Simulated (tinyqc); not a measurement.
# From enhancement over intrinsic back to total dopant density N

Model: dopants and charged point defects at anneal temperature: Fermi-level effect, clustering and pairing. Computed by tinyqc, a small Python program. Command: `OMP_NUM_THREADS=1 python tinyqc.py 3011256 3011257 out.jsonl pairing inv`. One thread of a shared host (Intel(R) Xeon(R) Processor @ 2.30GHz), about 0.04 s of CPU time with the checks.

Boltzmann statistics and full ionisation of active dopants. Energies are counted from the valence band; the defect (a vacancy or self-interstitial) has five charge states, with all degeneracy factors one.

Inputs (values chosen for the exercise, with bands modelled on germanium): gap at 0 K E_g0 = 0.729 eV; Varshni alpha = 0.000474 eV/K; Varshni beta = 228 K; electron mass m_e = 0.212 m_0; valleys M_c = 4; hole mass m_h = 0.343 m_0; anneal temperature T = 770 K; formation enthalpy of the neutral defect H_f = 2.48 eV; formation entropy S_f = 3.4 k_B; site density N_s = 3e+22 cm^-3; dopant atoms per cluster k = 4; cluster binding energy E_b = 2.03 eV.

Dopant: donor. Second part: clustering of the dopant.

defect levels as fractions of E_g(T): (2+/+), (+/0), (0/-), (-/2-): [0.15, 0.26, 0.39, 0.86]

Constants: m_0 = 9.1093837015e-31 kg; k_B = 1.380649e-23 J/K; h = 6.62607015e-34 J s; k_B = 8.617333262e-05 eV/K.

Method:
- E_g = E_g0 - alpha T^2/(T + beta).
- N_c = 2 M_c (2 pi m_e k_B T/h^2)^(3/2) and N_v = 2 (2 pi m_h k_B T/h^2)^(3/2), masses in units of m_0.
- n_i = sqrt(N_c N_v) exp(-E_g/2 k_B T); E_i = E_g/2 + (k_B T/2) ln(N_v/N_c).
- n = A/2 + sqrt(A^2/4 + n_i^2) for an active density A.
- k ionised dopants and k carriers form one neutral cluster: C = N_s (A/N_s)^k (n/N_b)^k exp(E_b/k_B T), N_b the effective density of states of the majority band, and N = A + k C (60 bisections in ln A between ln N - 90 and ln N).
- chi = n/n_i (for acceptors n_i/p); E_F = E_i + k_B T ln chi; field enhancement h = 1 + A/sqrt(A^2 + 4 n_i^2).
- C_0 = N_s exp(S_f/k_B) exp(-H_f/k_B T). Ratios to the neutral state at E_F = E_i: r_+ = exp((E(+/0) - E_i)/k_B T), r_2+ = r_+ exp((E(2+/+) - E_i)/k_B T), r_- = exp((E_i - E(0/-))/k_B T), r_2- = r_- exp((E_i - E(-/2-))/k_B T); at other E_F state q scales as chi^(-q). The enhancement is sum r_q chi^(-q)/sum r_q. The charge on the defects is left out of neutrality.

Question. A run gave the result below. Find the total dopant density N, known to lie between 7.3e+19 and 1.8e+20 cm^-3.

enhancement over intrinsic = 8.826997

Answer.

Each step takes the trial c = (a f_b - b f_a)/(f_b - f_a), f being the result less the target and a, b, c the logarithms of the listed values; c replaces end b, the old b replaces a if the sign of f changed, and otherwise f_a is halved.

Scan of the range:
```
total dopant density N (cm^-3)  enhancement over intrinsic
7.30e+19                                           8.18903
8.48e+19                                           8.41530
9.86e+19                                           8.64722
1.15e+20                                           8.88871
1.33e+20                                           9.12183
1.55e+20                                           9.37275
1.80e+20                                           9.62369
```

False position (Illinois rule, in the logarithm of the input) inside the bracket:
```
step        end a        end b        trial  enhancement over intrinsic
1     9.86000e+19  1.15000e+20  1.10566e+20                     8.82651
2     1.15000e+20  1.10566e+20  1.10600e+20                     8.82700
3     1.15000e+20  1.10600e+20  1.10600e+20                     8.82700
4     1.10600e+20  1.10600e+20  1.10600e+20                     8.82700
```

Enhancement over intrinsic rises at every point of a 13-point scan of the range (every second point is shown), so one value fits; it is bracketed by 9.86e19 and 1.15e20. Answer: total dopant density N = 1.106e20 cm^-3.
